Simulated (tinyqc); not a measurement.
# Transfer length from front and end resistance

Question. A contact of length d and width W has Rc = (Rsh Lt/W) coth(d/Lt) and Re = (Rsh Lt/W)/sinh(d/Lt), with Rsh the sheet resistance under the metal and Lt = sqrt(rc/Rsh). Find Lt, Rsh and rc.

Inputs (values chosen for the exercise):

| symbol | value | unit | meaning |
|---|---|---|---|
| d | 0.12 | um | contact length |
| W | 1.1 | um | contact width |

Rc = 107.68131 ohm
Re = 71.698803 ohm

Answer. Rc/Re = cosh(d/Lt) gives Lt, and Re then gives Rsh.

Lt = 0.124 um
Rsh = 710 ohm/sq
rc = 1.10e-7 ohm cm^2

tinyqc, about 0.01 s, one thread, Intel Xeon 2.30GHz (shared host): `OMP_NUM_THREADS=1 python tinyqc.py 2760022 2760023 out.jsonl`
